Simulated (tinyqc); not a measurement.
Growth of a silicide layer between metal and silicon: linear-parabolic kinetics, ramp anneals and Kissinger analysis: one step, computed by the program tinyqc. Command: `OMP_NUM_THREADS=1 python tinyqc.py 3005696 3005697 out.jsonl silicide walk`. One thread of a shared host (Intel(R) Xeon(R) Processor @ 2.30GHz), about 0.09 s of CPU time with the checks.

One compound layer of thickness x grows by diffusion through itself and reaction at an interface, dx/dt = 1/(2x/K + 1/v), until the metal is used up at x = a h.

Question. Ramp anneal. K = K0 exp(-E/(k_B T)), v = v0 exp(-E_v/(k_B T)). Temperatures in kelvin are T(C) + 273.15. Ramp from x = 0 at 100 C at the rate beta: dx/dT = (1/beta)/(2x/K + 1/v), integrated adaptively (tolerance 1e-9) until x = a h at T_f.

Inputs (values chosen for the exercise, modelled on NiSi):
```
quantity                                 value    unit
prefactor of the parabolic constant K  8.2e+14  nm^2/s
activation energy E of K                  1.73      eV
prefactor of the interface velocity v  1.5e+15    nm/s
activation energy E_v                      1.9      eV
ramp rate beta                             0.5     C/s
```

final thickness = 14.96 nm

Constants: k_B = 8.617333262e-05 eV/K.

Give: completion temperature T_f.

Answer.

completion temperature T_f = 356.6 C
